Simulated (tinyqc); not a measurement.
Thin-body transistor below threshold, two-dimensional Poisson equation on a small mesh: two steps of the calculation.

A thin body on a thick buried insulator of low permittivity, taken as carrying no normal field at the bottom of the body (row 0). Mobile charge is neglected (subthreshold), the body is fully depleted, and potentials are counted from the intrinsic level; rows run upward to the gate, columns from source to drain.

Inputs (values chosen for the exercise); semiconductor permittivity close to that of silicon: temperature T = 273 K; relative permittivity of the semiconductor eps_r = 11.8; relative permittivity of the insulator eox = 3.9; body thickness tb = 8 nm; insulator thickness tox = 1.6 nm; channel length L = 33 nm; acceptor density of the depleted body Na = 6.4e17 cm^-3; potential of the source Vbi = 0.52 V.

Constants: q = 1.602176634e-19 C, kB = 1.380649e-23 J/K, Vt = kB T/q, eps0 = 8.8541878128e-14 F/cm where lengths are in cm. Results are converted to the units shown.

Problem 1. Coefficients of the five-point equations. Mesh: rows i = 0..2 in the semiconductor (step hs = tb/2, row 2 on the interface), then 1 step(s) ho = tox/1 up to the gate row 3; columns j = 0..5 (step hy = L/5). Box integration, divided by eps0: up_i = eps hy/h of the interval above row i, dn_i = that of the interval below (0 for row 0), lat_i = (sum of eps h/2 over the intervals above and below)/hy, s_i = -q Na w_i hy/eps0 with w_i the semiconductor height of the box (hs/2 for row 0 and the interface row, hs between, 0 in the insulator). Each free node obeys (up + dn + 2 lat) psi = up psi(above) + dn psi(below) + lat [psi(left) + psi(right)] + s.

Wanted: up; dn; lat; s.

Solution 1.

```
row     up     dn    lat    s (V)
0    19.47      0  3.576  -0.1529
1    19.47  19.47  7.152  -0.3057
2    16.09  19.47  4.048  -0.1529
```

Problem 2. Barrier, swing and barrier lowering. The barrier is read along row 0, the path farthest from the gate. Take the node j of lowest psi: barrier Vbi - psi_j; swing Vt ln 10/(d psi_j/dVg); DIBL = (d psi_j/dVd)/(d psi_j/dVg). The derivatives solve the same equations with s = 0 and a unit change of that voltage.

converged psi (V):
```
              j=0         j=1         j=2         j=3         j=4         j=5
row 0   0.5200000   0.2550605   0.1837524   0.3123483   0.7167902   1.5200000
row 1   0.5200000   0.2273506   0.1548905   0.2695393   0.6514061   1.5200000
row 2   0.5200000   0.1344661   0.0730047   0.1442815   0.4229453   1.5200000
row 3  -0.0500000  -0.0500000  -0.0500000  -0.0500000  -0.0500000  -0.0500000
```

d psi/dVg on row 0: j=0 0.00000000, j=1 0.46532997, j=2 0.67489996, j=3 0.67489996, j=4 0.46532997, j=5 0.00000000
d psi/dVd on row 0: j=0 0.0000000, j=1 0.0364702, j=2 0.0982521, j=3 0.2268480, j=4 0.4981999, j=5 1.0000000

Give: j; barrier; swing; DIBL.

Solution 2.

j = 2
barrier = 0.3362 V
swing = 80.26 mV/decade
DIBL = 145.6 mV/V

tinyqc, about 0.1 s, one thread, Intel Xeon 2.30GHz (shared host): `OMP_NUM_THREADS=1 python tinyqc.py 2480068 2480069 out.jsonl`
